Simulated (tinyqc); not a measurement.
Worked calculation: MP2 on RHF in the sto-6g basis, for H2, spin multiplicity 1. Computed by tinyqc, a small Python program that keeps every step (integrals from PySCF). Settings: charge = 0, multiplicity = 1, basis = sto-6g, method = RHF, energy threshold = 1e-10, iteration cap = 68, orthogonalisation = symmetric, start = atomic densities, DIIS depth = 6. Command: `OMP_NUM_THREADS=1 python tinyqc.py 25413 25414 out.jsonl` (the two numbers bound the seeds that draw the settings). One thread of a shared host (Intel(R) Xeon(R) Processor @ 2.60GHz), about 0.05 s of CPU time with the checks. The early iterations of the SCF are left out here.

## One-electron integrals

Geometry (angstrom):
```
atom        x        y        z
H     0.00000  0.00000  0.00000
H     0.00000  0.00000  0.94300
```

Basis sto-6g: exponents (1/bohr^2) and contraction coefficients of normalised primitives:
```
element  l (shell)  exponent  coefficient
H            s (1)  35.52322      0.00916
H            s (1)   6.51314      0.04936
H            s (1)   1.82214      0.16854
H            s (1)   0.62596      0.37056
H            s (1)   0.24308      0.41649
H            s (1)   0.10011      0.13033
```

Overlap, kinetic and nuclear-attraction integrals over the contracted functions; the nuclear repulsion is the sum of Za Zb / Rab.

nuclear repulsion = 0.5611635 hartree

overlap S:
```
         1H 1s    2H 1s
1H 1s  1.00000  0.53082
2H 1s  0.53082  1.00000
```

kinetic energy T (hartree):
```
         1H 1s    2H 1s
1H 1s  0.76852  0.13352
2H 1s  0.13352  0.76852
```

nuclear attraction V (hartree):
```
          1H 1s     2H 1s
1H 1s  -1.77904  -0.87348
2H 1s  -0.87348  -1.77904
```

core Hamiltonian H = T + V (hartree):
```
          1H 1s     2H 1s
1H 1s  -1.01052  -0.73996
2H 1s  -0.73996  -1.01052
```

## Two-electron integrals

Functions are numbered as in S; the eight-fold symmetry (ij|kl) = (ji|kl) = (kl|ij) leaves the list below.

Two-electron integrals (ij|kl) in chemists' order, unique and non-zero (hartree):
```
(11|11) 0.77500   (21|11) 0.33649   (21|21) 0.18293   (22|11) 0.49698
(22|21) 0.33649   (22|22) 0.77500
```

## Orthogonalisation

S = U s U^T; symmetric (Loewdin) form X = U s^(-1/2) U^T, so that X^T S X = 1.

eigenvalues of S: 0.46918  1.53082

X:
```
          1H 1s     2H 1s
1H 1s   1.13408  -0.32584
2H 1s  -0.32584   1.13408
```

## Iteration 3 (converged): orbitals

converged F (hartree):
```
          1H 1s     2H 1s
1H 1s  -0.27267  -0.50322
2H 1s  -0.50322  -0.27267
```

Diagonalise F' = X^T F X, C = X C', fill 1 alpha and 1 beta electrons from the bottom; D = 2 C_occ C_occ^T. Each column has its largest component positive (the first on a tie).

F' = X^T F X (hartree):
```
          1         2
1  -0.00773  -0.49912
2  -0.49912  -0.00773
```

orbital energies (hartree): MO1 -0.50685, MO2 0.49139

coefficients C:
```
           MO1       MO2
1H 1s  0.57151   1.03232
2H 1s  0.57151  -1.03232
```

D after iteration 3:
```
         1H 1s    2H 1s
1H 1s  0.65325  0.65325
2H 1s  0.65325  0.65325
```

## Convergence

Stop when the energy changes by less than 1e-10 hartree and every element of the error matrix X^T (F D S - S D F) X is below 3e-06.

Course of the cycle:
```
iteration  E (hartree)     change  largest element of the error matrix
1           -0.7228591          -                             1.31e-16
2           -1.0891809  -3.66e-01                             1.72e-16
3           -1.0891809    0.00000                             1.72e-16
```

PySCF RHF in the same basis = -1.0891809 hartree

Converged in 3 iterations.

## Integrals over molecular orbitals

(pq|rs) = sum C_ip C_jq C_kr C_ls (ij|kl), one index at a time.

one-electron integrals over orbitals h = C^T H C (hartree):
```
          1         2
1  -1.14349   0.00000
2   0.00000  -0.57666
```

Two-electron integrals over orbitals (pq|rs), unique and non-zero (hartree):
```
(11|11) 0.63664   (21|21) 0.19354   (22|11) 0.63079   (22|22) 0.66294
```

## Second-order Moller-Plesset energy

Hartree-Fock energy = -1.0891809 hartree

E2 = sum_ijab (ia|jb) [2 (ia|jb) - (ib|ja)] / (e_i + e_j - e_a - e_b) over occupied i, j and virtual a, b; the opposite-spin part is (ia|jb)^2 / denominator, the rest is same-spin, and SCS-MP2 scales them by 6/5 and 1/3.

Terms:
```
i  j  a  b  (ia|jb)  (ib|ja)  denominator      term
1  1  2  2  0.19354  0.19354     -1.99647  -0.01876
```

Pair energies (hartree; pair i-j sums ij and ji):
```
pair  opposite spin  same spin
1-1        -0.01876    0.00000
```

MP2 correlation energy = -0.0187628 hartree

SCS-MP2 correlation energy = -0.0225153 hartree

MP2 total energy = -1.1079436 hartree
